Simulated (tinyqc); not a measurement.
Two regimes over temperature: microkinetic model of low-temperature epitaxy from hydride gases: adsorption, hydrogen desorption and rate control. Computed by tinyqc, a small Python program. Command: `OMP_NUM_THREADS=1 python tinyqc.py 3029638 3029639 out.jsonl hepi walk`. One thread of a shared host (Intel(R) Xeon(R) Processor @ 2.30GHz), about 0.01 s of CPU time with the checks.

Each hydride molecule needs two free sites and leaves four hydrogen atoms, of which two leave at once as H2; theta is the hydrogen coverage, the site density is 6.78 per nm^2 and one layer is 1.358 angstrom thick.

Inputs (values chosen for the exercise, close to those used for silane and germane on Si(001)):
```
quantity                                           value  unit
silane pressure p_S                                  1.6    Pa
sticking prefactor of silane s0                    0.085     -
adsorption barrier E_s                              0.22    eV
desorption prefactor nu_d                          2e+12   1/s
desorption energy on silicon E_d                    1.98    eV
hydrogen carrier pressure p_H                          0    Pa
sticking of hydrogen s_H                         2.4e-07     -
germane pressure p_G                               0.022    Pa
sticking ratio of germane to silane r_G              2.3     -
lowering of E_d per unit germanium fraction, dE     0.42    eV
```

Film: silicon-germanium. Order of hydrogen desorption: first.

Constants: k_B = 8.617333262e-05 eV/K; u = 1.6605390666e-27 kg; k_B = 1.380649e-23 J/K.

Method:
- Flux per site F = p/(sqrt(2 pi M k_B T) x 6.78e18 per m^2), M = 32.12 u (silane), 76.63 u (germane), 2.016 u (hydrogen); s = s0 exp(-E_s/(k_B T)); k_S = s F_S, k_G = r_G s F_G; germanium fraction x = k_G/(k_S + k_G); k = k_S + k_G; k_H = s_H F_H; k_d = nu_d exp(-(E_d - dE x)/(k_B T)).
- With k the hydride and k_H the hydrogen adsorption rate on free pairs and k_d the desorption rate, steady state: 2 (k + k_H)(1 - theta)^2 = k_d theta; growth rate R = k (1 - theta)^2 layers/s; 1 layer/s = 8.148 nm/min.
- Temperatures in kelvin are T(C) + 273.15.
- Limits: desorption-limited R = k_d k/(2 (k + k_H)), adsorption-limited R = k.

Growth:
```
T (C)    theta  G (nm/min)  desorption limit (nm/min)  adsorption limit (nm/min)
400    0.98562  1.3928e-02                 1.4131e-02                      67.35
450    0.95898  1.4209e-01                 1.4817e-01                      84.47
500    0.89975  1.0315e+00                 1.1464e+00                     102.64
550    0.78821  5.4530e+00                 6.9182e+00                     121.57
600    0.61499  2.0898e+01                 3.3980e+01                     140.98
650    0.40493  5.6881e+01                 1.4047e+02                     160.63
700    0.21911  1.0997e+02                 5.0189e+02                     180.34
750    0.10186  1.6128e+02                 1.5834e+03                     199.93
800    0.04460  2.0016e+02                 4.4880e+03                     219.29
850    0.01975  2.2898e+02                 1.1594e+04                     238.30
```

What does the comparison show, and why?

The apparent activation energy of G is 1.95 eV between the first rows and 0.28 eV between the last; full hydrogen cover gives a value near the desorption energy (plus E_s where k_H far exceeds k), a bare surface one near E_s less k_B T/2 from the flux. The coverage passes one half between 600 and 650 C, the knee of the Arrhenius plot.

Extremes, crossings and ranges named in words are read from the listed rows.
